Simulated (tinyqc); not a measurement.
Heavy doping: gap narrowing, degeneracy and the minority density: sweeps and comparisons. A value that a table varies takes the place of the one given here.

F_j(eta) = (1/Gamma(j + 1)) integral_0^infinity x^j dx/(1 + exp(x - eta)), which tends to exp(eta) for eta << 0.

Empirical narrowing (Slotboom form, constants chosen for the exercise; published fits of this form give the apparent narrowing, here it is taken as the true one): dEg = E0 [ln(N/N0) + sqrt(ln(N/N0)^2 + C)].

Majority: N = Nc F_1/2(eta), eta the distance of EF beyond the majority band edge in kT. Degeneracy factor gam = F_1/2(eta)/exp(eta). ni0^2 = Nc Nv exp(-Eg/kT); product n p = ni0^2 gam exp(dEg/kT), dEg the true narrowing; apparent narrowing dEa = dEg + kT ln gam; minority density = n p/N.

Bipolar transistor with N as emitter doping: beta = K (N/NB) exp((dEa_B + dG - dEa_E)/kT), dEa_E = dEg(N) + kT ln gam, dEa_B = dEg(NB). For the sweep in T, Nc is scaled as (T/T0)^(3/2) from its value at T0 = T.

Constants: kB = 8.617333262e-05 eV/K.

Values chosen for the exercise (gap and densities of states near those of Si at this temperature; narrowing constants near the fits for Si; not measured data): Eg = 1.097 eV (gap); Nc = 4.23e+19 1/cm^3 (conduction-band density of states); Nv = 1.77e+19 1/cm^3 (valence-band density of states); T = 400 K; E0 = 6.42 meV (narrowing scale); N0 = 1.4e+17 1/cm^3 (onset density); C = 0.5 (smoothing constant); N = 8.9e+18 1/cm^3 (ionised donors, equal to the majority density); NB = 2e+17 1/cm^3 (base doping); K = 5.4 (ratio (D_B W_E)/(D_E W_B)); dG = 50 meV (extra narrowing of the base by alloying).

## Narrowing against degeneracy

N takes the values listed; the last column is N over the factor gam exp(dEg/kT), the doping that a simple model would need to give the same minority density.

Results:
```
N (1/cm^3)    eta      gam  dEg (meV)  dEa (meV)  minority (1/cm^3)  effective doping (1/cm^3)
1.0e+17     -6.05    0.999        2.9        2.8           1.23e+08                   9.21e+16
4.0e+17     -4.66    0.997       14.9       14.8           4.33e+07                   2.61e+17
1.0e+18     -3.74    0.992       26.0       25.7           2.38e+07                   4.74e+17
4.0e+18     -2.33    0.967       43.5       42.4           9.65e+06                   1.17e+18
1.0e+19     -1.36    0.920       55.2       52.3           5.15e+06                   2.19e+18
4.0e+19      0.27    0.719       72.9       61.5           1.68e+06                   6.71e+18
1.0e+20      1.67    0.445       84.6       56.7           5.85e+05                   1.93e+19
3.0e+20      4.26    0.100       98.7       19.3           6.60e+04                   1.71e+20
8.0e+20      8.48  0.00391      111.3      -79.8           1.39e+03                   8.11e+21
```

dEg grows steadily to 111.3 meV, while the apparent value peaks at 61.5 meV for N = 4e+19 and falls to -79.8 meV as the Fermi level enters the band (a negative value is not met in measurements: parabolic bands with a fixed mass overstate the filling). N grows by a factor 40 from the third to the sixth row and the effective doping by 14.2.

## Current gain against temperature

Gain:
```
T (K)  beta  beta with dG = 0  without narrowing
150     440              9.19                240
200     366              20.1                240
250     331              32.5                240
300     310              44.9                240
350     297              56.6                240
400     288              67.5                240
450     281              77.4                240
```

dEa_B + dG - dEa_E at T0 = 6.2 meV

beta is 440 at 150 K and 281 at 450 K, since the net exponent is positive: the gap is narrower in the base. At 300 K narrowing and degeneracy change the gain by a factor 0.187 and alloying the base by 6.92.

## What moves the minority density and the gain

All results formed anew. Each row changes one parameter from the base and keeps the others.

Results:
```
case                 dEg (meV)  dEa (meV)  minority (1/cm^3)  beta
base                     53.70      51.14           5.59e+06   288
N = 1.78e+19 1/cm^3      62.54      57.44           3.36e+06   480
E0 = 7.704 meV           64.44      61.88           7.64e+06   220
N0 = 2.8e+17 1/cm^3      44.87      42.32           4.33e+06   326
Eg = 1.117 eV            53.70      51.14           3.13e+06   288
Nc = 5.5e+19 1/cm^3      53.70      51.73           7.40e+06   283
NB = 4e+17 1/cm^3        53.70      51.14           5.59e+06   179
```

The largest shifts from the base row, up to three for each result and ties (the steps differ in size, so this ranks the rows, not the parameters). dEg (meV): E0 +10.74, N +8.85, N0 -8.82; unchanged at the printed digits by Eg, Nc and NB. dEa (meV): E0 +10.74, N0 -8.82, N +6.30; unchanged at the printed digits by Eg and NB. minority (1/cm^3): Eg -2.46e+06, N -2.24e+06, E0 +2.04e+06; unchanged at the printed digits by NB. beta: N +192, NB -109, E0 -67.9; unchanged at the printed digits by Eg.

Run: tinyqc, `OMP_NUM_THREADS=1 python tinyqc.py 1650846 1650847 out.jsonl`; Intel(R) Xeon(R) Processor @ 2.30GHz, one thread, shared host; about 0.01 s of CPU time with all checks.
